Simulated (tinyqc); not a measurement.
# Small-signal admittance of a forward-biased p+-n diode, step by step

tinyqc, about 0.01 s, one thread, Intel Xeon 2.30GHz (shared host): `OMP_NUM_THREADS=1 python tinyqc.py 2890198 2890199 out.jsonl` Printed values are rounded.

Holes injected into a neutral base of width wb with an ohmic contact at its end; low injection, p0 far above the equilibrium density. A small voltage v exp(i w t), w = 2 pi f, modulates the edge density by p0 v/Vt, and the small-signal density obeys Dp d2p/dx2 = (1/tau + i w) p.

Inputs (values chosen for the exercise); permittivity close to that of 4H silicon carbide:
```
symbol   value    unit                                   meaning
T          300       K                               temperature
eps_r      9.7                             relative permittivity
Nd      1.5e17   cm^-3                 donor density of the base
Dp         2.4  cm^2/s                hole diffusion coefficient
tau       4e-8       s                             hole lifetime
wb         7.1      um                 width of the neutral base
p0      9.8e13   cm^-3  excess hole density at the junction edge
Na        1e19   cm^-3           acceptor density of the p+ side
f        3.5e6      Hz                          signal frequency
```

Constants: q = 1.602176634e-19 C, kB = 1.380649e-23 J/K, Vt = kB T/q, eps0 = 8.8541878128e-14 F/cm where lengths are in cm. Results are converted to the units shown.

## Closed-form admittance

L = sqrt(Dp tau); direct current J = (q Dp p0/L) coth(wb/L); k = sqrt(1 + i w tau)/L; diffusion admittance Y = (q Dp p0/Vt) k coth(k wb) = G + i w C_diff; junction capacitance C_j = sqrt(q eps0 eps_r Nd/(2 Vr)) in the depletion approximation, with the remaining barrier Vr = Vt ln(Na/p0), a rough value under forward bias; base-width modulation is left out.

L = 3.09839 um
J = 0.124135 A/cm^2
k wb = 2.47432+0.93340i
Y = 5.08431+1.83956i S/cm^2
C_diff = 0.0836502 uF/cm^2
C_j = 0.186048 uF/cm^2

G is 1.06 times its low-frequency value J/Vt, and C_diff is 0.450 times C_j.

## The same by finite differences

7 equal intervals, h = wb/7; u = small-signal density over its edge value, u_0 = 1, u_7 = 0; u_(i-1) + b u_i + u_(i+1) = 0 with b = -2 - h^2 (1/tau + i w)/Dp; Y = (q Dp p0/(Vt h)) (-b/2 - u_1), which includes the half box at the edge.

b = -2.10716-0.09427i

| node | u |
|---|---|
| 1 | 0.696400-0.086626i |
| 2 | 0.475595-0.116889i |
| 3 | 0.316776-0.114845i |
| 4 | 0.202730-0.095247i |
| 5 | 0.119387-0.066745i |
| 6 | 0.055130-0.034141i |

Y on the mesh = 5.13314+1.92229i S/cm^2

Against the closed form the real part is 0.96 % above it and the imaginary part 4.5 % above it; |k h| = 0.38.
